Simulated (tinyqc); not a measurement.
Plane-wave Kohn-Sham cycle with exchange-only LDA in a layered model solid, step by step. Computed by tinyqc, a small Python program that keeps every step. Settings: points = 16, plane-wave index or count = 2, electrons = 4, k points = 4, area = 21.0, mixing = 0.1, iteration cap = 53, Pulay depth = 5. Command: `OMP_NUM_THREADS=1 python tinyqc.py 22032 22033 out.jsonl` (the two numbers bound the seeds that draw the settings). One thread of a shared host (Intel(R) Xeon(R) Processor @ 2.60GHz), about 0.02 s of CPU time with the checks. Later iterations appear only in the table of the cycle.

## Iteration 1: potential

A solid whose potential varies along x alone (atomic units):
```
parameter                      value
period a                   15.700000
cross-section of the cell  21.000000
electrons per cell                 4
grid points                       16
plane waves -n..n, n               2
k points                           4
V1 in V1 cos(2 pi x/a)     -0.330000
```

density at the start, on the grid x_j = j a/N (e/bohr^3): 0.012132  0.012132  0.012132  0.012132  0.012132  0.012132  0.012132  0.012132  0.012132  0.012132  0.012132  0.012132  0.012132  0.012132  0.012132  0.012132

V_H(G) = 4 pi rho(G)/G^2 for G != 0 (uniform background); v_x = -(3 rho/pi)^(1/3); V = V_ext + V_H + v_x; Fourier components f(G_m) = (1/N) sum_j f(x_j) exp(-i G_m x_j).

Potentials on the grid (hartree):
```
x          V_ext     V_H      v_x        V
0.0000   -0.3300  0.0000  -0.2263  -0.5563
0.9812   -0.3049  0.0000  -0.2263  -0.5312
1.9625   -0.2333  0.0000  -0.2263  -0.4596
2.9438   -0.1263  0.0000  -0.2263  -0.3526
3.9250         0  0.0000  -0.2263  -0.2263
4.9062    0.1263  0.0000  -0.2263  -0.1000
5.8875    0.2333  0.0000  -0.2263   0.0071
6.8688    0.3049  0.0000  -0.2263   0.0786
7.8500    0.3300  0.0000  -0.2263   0.1037
8.8313    0.3049  0.0000  -0.2263   0.0786
9.8125    0.2333  0.0000  -0.2263   0.0071
10.7937   0.1263  0.0000  -0.2263  -0.1000
11.7750        0  0.0000  -0.2263  -0.2263
12.7562  -0.1263  0.0000  -0.2263  -0.3526
13.7375  -0.2333  0.0000  -0.2263  -0.4596
14.7188  -0.3049  0.0000  -0.2263  -0.5312
```

V(G_m), m = 0, 1, 2, ... (hartree): -0.2263  -0.1650  0.0000  0.0000  0.0000

## Iteration 1: Hamiltonian at one k

k = 0.1250 2 pi / a

H(m,m') = (k + G_m)^2/2 delta + V(G_m - G_m'), with V(-G) = V(G).

H (hartree), lower triangle:
```
         -2       -1       +0       +1      +2
-2   0.0553
-1  -0.1650  -0.1650
+0   0.0000  -0.1650  -0.2250
+1   0.0000   0.0000  -0.1650  -0.1249
+2   0.0000   0.0000   0.0000  -0.1650  0.1353
```

## Iteration 1: levels at that k

Diagonalise the Hermitian matrix.

eigenvalues (hartree): -0.4452  -0.2299  -0.0421  0.1600  0.2328

## Iteration 1: new density

Motion across x is left out: the lowest 2 band(s) hold two electrons at each of the k points (j + 1/2)/nk - 1/2. Residual R = rho(out) - rho(in); rho(new) = rho(in) + 0.1 R. rho(out) = 2/(a A nk) sum |psi|^2 with psi = sum c exp(i G x). Harris energy E = band energy - dV sum rho (V_H/2 + v_x) + (3/4) dV sum rho v_x with rho(in), dV = a A/N, band energy = (2/nk) sum of the filled levels.

rho(out) (e/bohr^3): 0.022958  0.024608  0.025546  0.020343  0.010891  0.003491  0.000593  0.000087  0.000040  0.000087  0.000593  0.003491  0.010891  0.020343  0.025546  0.024608

density after iteration 1 (e/bohr^3): 0.013215  0.013380  0.013474  0.012953  0.012008  0.011268  0.010978  0.010928  0.010923  0.010928  0.010978  0.011268  0.012008  0.012953  0.013474  0.013380

energy per cell = -1.120206 hartree

## Iteration 2: potential

As before.

Potentials on the grid (hartree):
```
x          V_ext      V_H      v_x         V
0.0000   -0.3300   0.1116  -0.2328   -0.4512
0.9812   -0.3049   0.1049  -0.2338   -0.4338
1.9625   -0.2333   0.0831  -0.2343   -0.3846
2.9438   -0.1263   0.0458  -0.2313   -0.3118
3.9250         0  -0.0011  -0.2255   -0.2266
4.9062    0.1263  -0.0466  -0.2208   -0.1411
5.8875    0.2333  -0.0822  -0.2189   -0.0677
6.8688    0.3049  -0.1040  -0.2185   -0.0177
7.8500    0.3300  -0.1113  -0.2185  1.66e-04
8.8313    0.3049  -0.1040  -0.2185   -0.0177
9.8125    0.2333  -0.0822  -0.2189   -0.0677
10.7937   0.1263  -0.0466  -0.2208   -0.1411
11.7750        0  -0.0011  -0.2255   -0.2266
12.7562  -0.1263   0.0458  -0.2313   -0.3118
13.7375  -0.2333   0.0831  -0.2343   -0.3846
14.7188  -0.3049   0.1049  -0.2338   -0.4338
```

V(G_m), m = 0, 1, 2, ... (hartree): -0.2261  -0.1124  0.0003  -0.0004  0.0000

## Iteration 2: Hamiltonian at one k

k = 0.1250 2 pi / a

As before.

H (hartree), lower triangle:
```
         -2       -1       +0       +1      +2
-2   0.0554
-1  -0.1124  -0.1648
+0   0.0003  -0.1124  -0.2248
+1  -0.0004   0.0003  -0.1124  -0.1247
+2   0.0000  -0.0004   0.0003  -0.1124  0.1355
```

## Iteration 2: levels at that k

As before.

eigenvalues (hartree): -0.3609  -0.1907  -0.0635  0.1095  0.1823

## Iteration 2: new density

B (overlaps of the stored error matrices):
```
               1              2
1  1.7783092e-03  1.4232717e-03
2  1.4232717e-03  1.1484599e-03
```

Motion across x is left out: the lowest 2 band(s) hold two electrons at each of the k points (j + 1/2)/nk - 1/2. Residual R = rho(out) - rho(in); rho(new) = rho(in) + 0.1 R; Pulay mixing then takes sum c_i of the stored mixed densities, with c from B_ij = sum R_i R_j as in DIIS. rho(out) = 2/(a A nk) sum |psi|^2 with psi = sum c exp(i G x). Harris energy E = band energy - dV sum rho (V_H/2 + v_x) + (3/4) dV sum rho v_x with rho(in), dV = a A/N, band energy = (2/nk) sum of the filled levels.

rho(out) (e/bohr^3): 0.021321  0.022755  0.023896  0.020144  0.012306  0.005200  0.001546  0.000430  0.000239  0.000430  0.001546  0.005200  0.012306  0.020144  0.023896  0.022755

DIIS coefficients: -3.4255  4.4255

density after iteration 2 (e/bohr^3): 0.016802  0.017529  0.018086  0.016135  0.012140  0.008583  0.006804  0.006282  0.006195  0.006282  0.006804  0.008583  0.012140  0.016135  0.018086  0.017529

energy per cell = -0.890691 hartree

## Convergence

Stop when sqrt(dV sum R^2) is below 1e-8, dV = a A/N.

Course of the cycle:
```
iteration  E (hartree)  norm of the residual
1            -1.120206              1.91e-01
2            -0.890691              1.54e-01
3            -0.985129              2.32e-01
4            -0.728348              9.23e-02
5            -0.738401              9.91e-02
6            -0.688094              5.35e-02
7            -0.706061              9.50e-02
8            -0.681796              2.56e-02
9            -0.682905              2.88e-02
10           -0.682905              2.88e-02
11           -0.680499              5.47e-03
12           -0.680510              5.59e-03
13           -0.680431              2.73e-03
14           -0.680413              4.50e-04
15           -0.680412              2.24e-06
16           -0.680412              4.05e-07
17           -0.680412              1.85e-10
```

Converged in 17 iterations. Before convergence this energy mixes input and output and is not variational, so it may rise towards its limit.
